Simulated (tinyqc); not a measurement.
Modulation-doped quantum well, Poisson-Schroedinger loop with local exchange and correlation: effect of the applied field along z.

A well of width L centred at z = 0 between barriers Vb; effective-mass electrons, parabolic bands. The electrons come from donor sheets outside the mesh, a share fL of Ns on the left and the rest on the right, so the structure is neutral. Energies are counted from the band edge of the well, with U = 0 on the first node in the Hartree part.

Schroedinger equation -C d/dz (1/m) dpsi/dz + (V0 + U) psi = E psi, C = hbar^2/(2 m0), on a fine mesh (400 intervals across the well) with hard walls 17.6 nm outside the well edges (to within half a fine step); the lowest 2 levels are kept. V0 = 0 in the well and Vb outside, plus q Fz z (1 kV/cm = 1e-4 eV/nm). N_k = D Vt ln(1 + exp((EF - E_k)/Vt)), D = md m0 q/(pi hbar^2), sum N_k = Ns; n = sum N_k |psi_k|^2. dU/dz = q (fL Ns - integral of n from the left)/(eps0 eps_r). Added to it: V_xc = -(2 Ry/(pi al rs)) [1 + 0.7734 (rs/21) ln(1 + 21/rs)] (Hedin-Lundqvist), al = (4/(9 pi))^(1/3), rs = (3/(4 pi n))^(1/3)/aB, aB = 4 pi eps0 eps_r hbar^2/(md m0 q^2), Ry = q/(8 pi eps0 eps_r aB) in eV. The loop is converged to 1e-9 eV; shares under 0.001 % are printed as 0.

Values chosen for this exercise; material values those of a made-up well: temperature T = 4.2 K; mass along z in the well mw = 0.0808 m0; mass along z in the barriers mb = 0.0939 m0; in-plane mass md = 0.0551 m0; barrier height Vb = 0.219 eV; relative permittivity (all layers) eps_r = 10.5; well width L = 25.6 nm; sheet density of electrons Ns = 6.2e11 cm^-2; share of the donors on the left side fL = 0.25.

Constants: q = 1.602176634e-19 C, kB = 1.380649e-23 J/K, hbar = 1.054571817e-34 J s, m0 = 9.1093837015e-31 kg, Vt = kB T/q, eps0 = 8.8541878128e-14 F/cm where lengths are in cm, hbar^2/(2 m0) = 0.0380998212 eV nm^2. Results are converted to the units shown.

Result of one run:
```
Fz (kV/cm),E2 - E1 (meV),EF - E1 (meV),share of E2 (%),centroid (nm),charge in the barriers (%),range of U in the well (meV)
15,11.3,19.1,29.1,1.53,1.23,62.1
```

What becomes of these results when the applied field along z Fz is changed from 15 to 0 kV/cm, all else the same?

Result of the changed run:
```
Fz (kV/cm),E2 - E1 (meV),EF - E1 (meV),share of E2 (%),centroid (nm),charge in the barriers (%),range of U in the well (meV)
0,15.0,20.9,22.2,3.46,1.46,48.7
```

The whole series:
```
Fz (kV/cm),E2 - E1 (meV),EF - E1 (meV),share of E2 (%),centroid (nm),charge in the barriers (%),range of U in the well (meV)
0,15.0,20.9,22.2,3.46,1.46,48.7
15,11.3,19.1,29.1,1.53,1.23,62.1
30,10.3,18.6,30.9,-0.431,1.18,77.8
45,12.6,19.8,26.5,-2.39,1.31,94.6
60,17.0,22.0,18.4,-4.29,1.61,112
```

As Fz goes from 0 to 60, E2 - E1 goes from 15.0 through a minimum of 10.3 (at Fz = 30 among the rows listed) to 17.0 meV, EF - E1 goes from 20.9 through a minimum of 18.6 (at Fz = 30 among the rows listed) to 22.0 meV and the share of E2 goes from 22.2 through a maximum of 30.9 (at Fz = 30 among the rows listed) to 18.4 %. EF lies above E2 in every row. The centroid falls from 3.46 to -4.29 nm. The spacing is smallest near the row where the centroid is closest to the middle: tilting the well confines the electrons more tightly.

Computed by the program tinyqc: `OMP_NUM_THREADS=1 python tinyqc.py 2140015 2140016 out.jsonl`, one thread of a shared Intel Xeon 2.30GHz, about 0.7 s for the whole run.
